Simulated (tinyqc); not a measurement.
Through the band inversion: Shockley state of an s-p chain by decimation.

Each site has s at -d/2 and p at +d/2: H0 = diag(-d/2, d/2). The block to the next site on the right is H1 = [[-ts, u], [-u, tp]] (rows s, p of site n; columns s, p of site n + 1). Bulk: H(k) = [[-d/2 - 2 ts cos k, 2i u sin k], [-2i u sin k, d/2 + 2 tp cos k]]. The bands are inverted at k = pi if d < 2 (ts + tp).

Inputs chosen for the exercise:
- ts = 0.76 eV (s-s hopping)
- tp = 1.26 eV (p-p hopping)
- u = 1.27 eV (s-p hopping)

d = f 2 (ts + tp). Gap edges from 201 k points; levels in the gap from an open chain of 60 sites (their mean, and the weight on the two end sites summed over them, divided by their number); a dash: none.

Against d:

| f | d (eV) | top of lower band (eV) | bottom of upper band (eV) | levels in the gap | mean level (eV) | end weight |
|---|---|---|---|---|---|---|
| 0.10 | 0.404 | -1.7220 | 1.3180 | 2 | -0.0500 | 0.973 |
| 0.30 | 1.212 | -1.9140 | 0.9140 | 2 | -0.1500 | 0.895 |
| 0.50 | 2.020 | -1.5100 | 0.5100 | 2 | -0.2500 | 0.737 |
| 0.70 | 2.828 | -1.1060 | 0.1060 | 2 | -0.3500 | 0.501 |
| 0.85 | 3.434 | -0.8030 | -0.1970 | 2 | -0.4250 | 0.273 |
| 1.15 | 4.646 | -0.8030 | -0.1970 | 0 | - | - |
| 1.30 | 5.252 | -1.1060 | 0.1060 | 0 | - | - |
| 1.60 | 6.464 | -1.7120 | 0.7120 | 0 | - | - |

Levels in the gap appear for f = 0.1, 0.3, 0.5, 0.7 and 0.85 and for none of the other rows; the gap closes at f = 1. The level lies at -0.0500 eV for f = 0.1 and -0.4250 eV for f = 0.85, on the line E = d (ts - tp)/(2 (ts + tp)), and its end weight goes from 0.97 to 0.27: no shift of the surface potential is needed, the inversion alone binds it.

Computed by tinyqc, a small Python program: `OMP_NUM_THREADS=1 python tinyqc.py 1452863 1452864 out.jsonl` (the numbers bound the seed that draws the inputs); one thread of a shared host (Intel(R) Xeon(R) Processor @ 2.30GHz), about 0.2 s for the whole set of steps.
